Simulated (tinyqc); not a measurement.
Linear model of a band gap against the share of exact exchange: one step. Self-consistent share. Two cases, with inputs chosen for the exercise.

Question. Iterate alpha -> 1/eps(alpha) seven times from a_start. The fixed point solves alpha eps(alpha) = 1; the contraction factor there is 2 (eps - 1) S/((EP + S alpha) eps^2).

E(alpha) = E0 + S alpha. A wider gap screens less, modelled in the Penn form eps(alpha) = 1 + (e0 - 1)(EP/(EP + S alpha))^2 with a scale EP chosen for the exercise. A dielectric-dependent hybrid takes alpha = 1/eps.

Give: Iterates; fixed point; contraction factor.

Case 1.

Values chosen (of the order of those of MgO; the results hold for these values, not for the real material): E0 = 4.61 eV (gap of the semi-local functional); S = 9.49 eV (slope dE/d(alpha)); e0 = 3.3 (optical dielectric constant at alpha = 0); EP = 24.1 eV (energy scale of the screening); a_start = 0.5 (starting alpha).

Answer.

Iterates:
```
step    alpha     eps  E (eV)
0     0.50000  2.6055  9.3550
1     0.38380  2.7357  8.2522
2     0.36553  2.7576  8.0789
3     0.36263  2.7611  8.0514
4     0.36217  2.7617  8.0470
5     0.36210  2.7618  8.0463
6     0.36209  2.7618  8.0462
7     0.36208  2.7618  8.0462
```

fixed point = 0.36208
contraction factor = 0.1592

The factor is positive, so the iterates approach from one side, the error shrinking to 0.16 of itself each step; the gap is within 0.01 eV of its limit from step 3. Self-consistency moves the gap by +0.560 eV against the one-shot choice 1/e0, since a wider gap screens less.

Case 2.

Values chosen (of the order of those of Ge; the results hold for these values, not for the real material): E0 = 0.08 eV (gap of the semi-local functional); S = 4.73 eV (slope dE/d(alpha)); e0 = 17.12 (optical dielectric constant at alpha = 0); EP = 9 eV (energy scale of the screening); a_start = 0 (starting alpha).

Answer.

Iterates:
```
step    alpha      eps  E (eV)
0     0.00000  17.1200  0.0800
1     0.05841  16.1741  0.3563
2     0.06183  16.1213  0.3724
3     0.06203  16.1182  0.3734
4     0.06204  16.1180  0.3735
5     0.06204  16.1180  0.3735
6     0.06204  16.1180  0.3735
7     0.06204  16.1180  0.3735
```

fixed point = 0.06204
contraction factor = 0.0592

The factor is positive, so the iterates approach from one side, the error shrinking to 0.06 of itself each step; the gap is within 0.01 eV of its limit from step 2. Self-consistency moves the gap by +0.017 eV against the one-shot choice 1/e0, since a wider gap screens less.

Computed by tinyqc, one run a case: `OMP_NUM_THREADS=1 python tinyqc.py N N+1 out.jsonl` with N = 1850698, 1850753; one thread of a shared Intel(R) Xeon(R) Processor @ 2.30GHz, about 0.01 s a run at most.
